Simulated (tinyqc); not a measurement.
# Lossy package transmission line with skin effect: what changes with what

A uniform line in a homogeneous dielectric: c = sqrt(er)/(c0 Z0), l = Z0 sqrt(er)/c0 (c0 = 299792458 m/s), g = w c td, w = 2 pi f. The resistance joins its limits as r = sqrt(r_dc^2 + r_hf^2), with r_dc = rho/(wd th), r_hf = kr rho/(2 delta (wd + th)), delta = sqrt(rho/(pi f mu0)), mu0 = 4 pi 1e-7 H/m; this is an interpolation, and internal inductance, up to 0.05 nH/mm at low frequency, is neglected.

Values chosen for this exercise: width of the strip wd = 96 um; thickness of the strip th = 8 um; resistivity rho = 1.8 uohm cm; relative permittivity er = 3; loss tangent td = 0; lossless impedance sqrt(l/c) Z0 = 40 ohm; factor for crowding and the return path kr = 1.2; length len = 29 mm; source resistance Rg = 50 ohm; load resistance RL = 1e5 ohm; load capacitance CL = 100 fF; frequency f = 0.64 GHz.

Each table varies one quantity; the others keep the values above.

## Line properties against frequency

gamma = sqrt((r + i w l)(g + i w c)) = alpha + i beta, Zc = sqrt((r + i w l)/(g + i w c)), roots with positive real part; loss 8.685889638 alpha in dB; phase velocity w/beta. ZL = 1/(1/RL + i w CL); reflection (ZL - Zc)/(ZL + Zc); Zin = Zc (ZL + Zc tanh(gamma len))/(Zc + ZL tanh(gamma len)); H = V_load/V_source = [Zin/(Zin + Rg)]/[cosh(gamma len) + (Zc/ZL) sinh(gamma len)].

Line properties against frequency:
```
f (GHz),r (ohm/mm),r/(w l),loss (dB/mm),|Zc| (ohm),phase velocity over c0,length in wavelengths,|H| (dB)
0.01,0.023937,1.6485,0.0021479,55.542,0.47716,0.0020273,-0.0046934
0.03,0.024905,0.57173,0.0026069,42.931,0.55660,0.0052138,-0.0070272
0.09,0.027608,0.21126,0.0029811,40.439,0.57419,0.015162,-0.027962
0.3,0.035481,0.081450,0.0038491,40.066,0.57687,0.050306,-0.25361
0.8,0.049411,0.042536,0.0053636,40.018,0.57722,0.13407,-1.2893
2,0.072662,0.025020,0.0078885,40.006,0.57731,0.33512,-1.6999
7,0.13079,0.012867,0.014200,40.002,0.57734,1.1729,-2.2642
20,0.21875,0.0075326,0.023751,40.001,0.57735,3.3510,-2.2495
60,0.37744,0.0043323,0.040980,40.000,0.57735,10.053,-7.9931
```

What does the comparison show?

r equals w l at 0.0167 GHz: below it |Zc| and the delay grow as in an RC line, above it |Zc| tends to Z0 = 40 ohm and the velocity to 1/sqrt(er) = 0.577 c0. The loss goes as f^(0.18) between the first two rows and f^(0.50) between the last two. |H| is -0.00469 dB in the first row and -7.99 dB in the last; between rows it can pass through resonances that the table doesn't show.

## Effect of the loss tangent

Same model as above.

The same in every row: r (ohm/mm) = 0.04542; r/(w l) = 0.04888.

Effect of the loss tangent:
```
td,loss (dB/mm),|Zc| (ohm),phase velocity over c0,length in wavelengths,|H| (dB)
0,0.004930,40.02,0.5772,0.1073,-0.9392
0.001,0.005031,40.02,0.5772,0.1073,-0.9443
0.002,0.005132,40.02,0.5772,0.1073,-0.9494
0.005,0.005435,40.02,0.5772,0.1073,-0.9647
0.01,0.005939,40.02,0.5772,0.1073,-0.9902
0.02,0.006949,40.02,0.5773,0.1072,-1.041
0.04,0.008967,40.01,0.5773,0.1072,-1.142
```

What does the table show?

As td goes from 0 to 0.04, the loss rises from 0.00493 to 0.00897 dB/mm, |Zc| stays near 40.0 ohm and |H| goes from -0.939 to -1.14 dB, with its highest value among the rows, -0.939 dB, at td = 0. In the low-loss estimate the dielectric part g Z0/2 equals the conductor part r/(2 Z0) at td = 0.0489.

Program tinyqc, `OMP_NUM_THREADS=1 python tinyqc.py 2810160 2810161 out.jsonl`; Intel Xeon 2.30GHz, shared host, one thread, about 0.01 s.
